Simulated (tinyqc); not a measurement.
Propagation of a band-gap error through k.p and effective-mass formulas: sweeps and comparisons. A value that a table varies takes the place of the one given here.

Chain, for a gap E (the reference Eg or another value), with Ep and Dso kept: 1/me = 1 + Ep (E + 2 Dso/3)/(E (E + Dso)); g* = 2 - 2 Ep Dso/(3 E (E + Dso)); g1(E) = g1 + (Ep/3)(1/E - 1/Eg), g2(E) = g2 + (Ep/6)(1/E - 1/Eg), light hole 1/(g1 + 2 g2), heavy hole 1/(g1 - 2 g2) along [100]; optical constant ei(E) = 1 + (ei - 1)(EP/(EP + E - Eg))^2, static e0(E) = ei(E) + e0 - ei.

Donor: R = Ry me/e0^2, a_B = a0 e0/me, Mott density (0.26/a_B)^3. Nc, Nv = 2 (m kT/(4 pi c))^(3/2), c = hbar^2/2m0, ni = sqrt(Nc Nv) exp(-E/2kT). Exciton: Ry mu/e0^2 with 1/mu = 1/me + g1(E). 1 angstrom^-3 = 1e24 cm^-3.

Constants: Ry = 13.60569312 eV; a0 (Bohr radius) = 0.5291772105 angstrom; kB = 8.617333262e-05 eV/K; hbar^2/2m0 = 3.80998211 eV angstrom^2.

Values chosen for the exercise (reference values near those of CdTe, gap at low temperature; shifted at random, so the results belong to these values and not to a real crystal): Eg = 1.591 eV (gap at Gamma to the s-like level); Dso = 0.923 eV (spin-orbit splitting); Ep = 18.7 eV (Kane energy); g1 = 5.27 (Luttinger gamma1); g2 = 1.7 (gamma2); e0 = 10.35 (static dielectric constant); ei = 7.31 (optical dielectric constant); EP = 5.48 eV (mean (Penn) gap); mh = 0.61 m0 (density-of-states mass of the holes); T = 77 K (temperature); Eg2 = 0.605 eV (a wrong gap, of the size a semi-local functional can give).

## The size of the error

E = f Eg; ratios against f = 1.

Results:
```
f     E (eV)  me ratio  light-hole ratio  e0 ratio  donor ratio  Mott ratio       g*  log10 ni ratio
0.25   0.398     0.305             0.269     1.387        0.159      0.0107  -19.904           38.66
0.40   0.636     0.460             0.425     1.284        0.279      0.0460   -9.595           30.99
0.60   0.955     0.651             0.624     1.171        0.475       0.172   -4.420           20.69
0.80   1.273     0.830             0.816     1.077        0.715       0.457   -2.117           10.35
1.00   1.591     1.000             1.000     1.000        1.000        1.00   -0.877            0.00
1.20   1.909     1.163             1.177     0.935        1.330        1.92   -0.128          -10.36
1.50   2.386     1.396             1.431     0.855        1.908        4.35    0.543          -25.92
2.00   3.182     1.758             1.824     0.757        3.072        12.5    1.119          -51.88
```

What does this show, and why?

Between f = 0.8 and 1.2 the mean powers d ln(ratio)/d ln f are 0.83 for me, 0.91 for the light hole, -0.35 for e0, 1.53 for the donor energy and 3.55 for the Mott density; ni moves by -3.26 decades per 0.1 eV, against -0.1 eV/(2 kT ln 10) = -3.27 from the exponential alone, the rest coming from Nc through me^(3/4). g* changes sign between f = 1.20 and 1.50; the place of this zero hangs on remote bands, which are left out.

## What each input does

All at E = Eg2. Each row changes one parameter from the base and keeps the others.

Results:
```
case            me (m0)  light hole (m0)     e0  donor (meV)  exciton (meV)  log10 ni
base             0.0389           0.0466  13.42        2.940          2.022    -2.504
Eg2 = 0.653 eV   0.0416           0.0502  13.23        3.235          2.226    -4.053
Dso = 0.849 eV   0.0386           0.0466  13.42        2.917          2.011    -2.506
Ep = 20.196 eV   0.0362           0.0445  13.42        2.730          1.896    -2.528
g1 = 4.848       0.0389           0.0476  13.42        2.940          2.046    -2.504
EP = 5.042 eV    0.0389           0.0466  13.79        2.785          1.916    -2.504
ei = 7.895       0.0389           0.0466  13.71        2.819          1.939    -2.504
mh = 0.659 m0    0.0389           0.0466  13.42        2.940          2.022    -2.479
T = 83.16 K      0.0389           0.0466  13.42        2.940          2.022    -0.987
```

What can be read from the table?

The largest shifts from the base row, up to three for each result and ties (the steps differ in size, so this ranks the rows, not the parameters). me (m0): Ep -0.0028, Eg2 +0.0027, Dso -0.0003; unchanged at the printed digits by g1, EP, ei, mh and T. light hole (m0): Eg2 +0.0035, Ep -0.0021, g1 +0.0009; unchanged at the printed digits by Dso, EP, ei, mh and T. e0: EP +0.37, ei +0.28, Eg2 -0.20; unchanged at the printed digits by Dso, Ep, g1, mh and T. donor (meV): Eg2 +0.295, Ep -0.210, EP -0.155; unchanged at the printed digits by g1, mh and T. exciton (meV): Eg2 +0.204, Ep -0.126, EP -0.107; unchanged at the printed digits by mh and T. log10 ni: Eg2 -1.549, T +1.517, mh +0.025; unchanged at the printed digits by g1, EP and ei.

tinyqc: `OMP_NUM_THREADS=1 python tinyqc.py 1850940 1850941 out.jsonl`; about 0.01 s, one thread, shared Intel(R) Xeon(R) Processor @ 2.30GHz.
